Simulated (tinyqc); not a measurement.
Approach to the steady line: permeation of metal atoms or ions through a thin barrier or dielectric: time lag, field-aided drift and lifetime. Computed by tinyqc, a small Python program. Command: `OMP_NUM_THREADS=1 python tinyqc.py 3015669 3015670 out.jsonl barrier walk`. One thread of a shared host (Intel(R) Xeon(R) Processor @ 2.30GHz), about 0.01 s of CPU time with the checks.

The film 0 < x < d is empty at first; C = C0 at x = 0 and C = 0 at x = d. dC/dt = D d2C/dx2 - v dC/dx with drift v = D z e V/(k_B T d) (uniform field, no space charge).

Inputs (values chosen for the exercise, for a model case: singly charged ions through a dielectric):
```
quantity                                   value    unit
thickness d                                   59      nm
prefactor D0                             7.6e-08  cm^2/s
activation energy E                        0.874      eV
concentration at the source side C0      3.6e+14  1/cm^3
charge number z                                1       -
voltage V (positive drives ions across)     0.44       V
test temperature T                           275       C
```

Constants: k_B = 8.617333262e-05 eV/K.

Method:
- D = D0 exp(-E/(k_B T)); time scale d^2/D; Peclet number P = z V/(k_B T), k_B T in eV; 1 nm = 1e-7 cm.
- Temperatures in kelvin are T(C) + 273.15.
- Steady flux J = (D C0/d) P/(1 - exp(-P)); time lag in units of d^2/D: s_L = [P (1 + exp(-P))/(1 - exp(-P)) - 2]/P^2 (P = 0: J = D C0/d, s_L = 1/6).
- Dose through the film Q(s) = C0 d {f (s - s_L) - 2 exp(P/2) sum_(n=1..200) (-1)^n n^2 pi^2 exp(-l_n s)/l_n^2}, l_n = n^2 pi^2 + P^2/4, f = P/(1 - exp(-P)) the relative flux.
- Short-time form for P = 0: Q/(C0 d) = 4 sqrt(s) ierfc(1/(2 sqrt(s))), ierfc(y) = exp(-y^2)/sqrt(pi) - y erfc(y).

Peclet number P = 9.31495

flux relative to D C0/d = 9.31579

time lag s_L = 0.0843238

Q/(C0 d):
```
s         series  steady line f (s - s_L)  series without field  short-time form, no field
0.03  2.9878e-04                   -0.506            4.8419e-06                 4.8419e-06
0.05  1.2712e-02                   -0.320            2.6934e-04                 2.6934e-04
0.08  1.1045e-01                   -0.040            3.2066e-03                 3.2066e-03
0.12  3.7821e-01                    0.332            1.4887e-02                 1.4887e-02
0.20  1.0814e+00                    1.078            6.1464e-02                 6.1463e-02
0.30  2.0094e+00                    2.009            1.4382e-01                 1.4379e-01
0.50  3.8724e+00                    3.872            3.3479e-01                 3.3326e-01
0.80  6.6671e+00                    6.667            6.3341e-01                 6.1838e-01
1.20  1.0393e+01                   10.393            1.0333e+00                 9.7002e-01
```

The dose lies above the steady line at all times and, among these rows, is within 1 % of it from s = 0.2 on (the lag is s_L = 0.084); for a known P the intercept of that line gives D and its slope D C0. The field changes the dose by a factor 61.7 in the first row and 10.1 in the last; at short times the factor tends to exp(P/2) = 105.
